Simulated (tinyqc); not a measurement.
Solubility, supersaturation, precipitation and gettering of an impurity in a silicon-like host: one step, computed by the program tinyqc. Command: `OMP_NUM_THREADS=1 python tinyqc.py 3014233 3014234 out.jsonl ripen walk`. One thread of a shared host (Intel(R) Xeon(R) Processor @ 2.30GHz), about 0.01 s of CPU time with the checks.

The wafer was saturated at T1 and is then held at T.

Task: Ham's law for sinks of fixed radius. tau0 = 1/(4 pi n r0 D); C_fixed(t) = C_eq + (C0 - C_eq) exp(-t/tau0). If all excess precipitates, the final radius is r_f = [r0^3 + 3 (C0 - C_eq)/(4 pi n C_p)]^(1/3), with tau_f = 1/(4 pi n r_f D).

Inputs (values chosen for the exercise, modelled on iron in silicon):
```
quantity                                   value    unit
temperature of saturation T1                1475       K
anneal temperature T                        1010       K
sink density n                           2.3e+10  1/cm^3
initial sink radius r0                         4      nm
impurity density in the precipitate C_p  6.3e+22  1/cm^3
anneal time t                                 39       s
```

D(T) = 4.277625e-07 cm^2/s

C_eq(T) = 1.934935e+12 1/cm^3

C0 = 6.330061e+16 1/cm^3

Give: tau0; C_fixed(t); final radius r_f; tau_f.

Result:

tau0 = 20.221 s

C_fixed(t) = 9.2016e+15 1/cm^3

final radius r_f = 21.893 nm

tau_f = 3.6945 s

The sinks grow 5.5 times, so the fixed radius underrates the later rate. Caution: the barrier to homogeneous nucleation is below 35 k_B T for these inputs, so new precipitates would form and outnumber the fixed sinks assumed here.
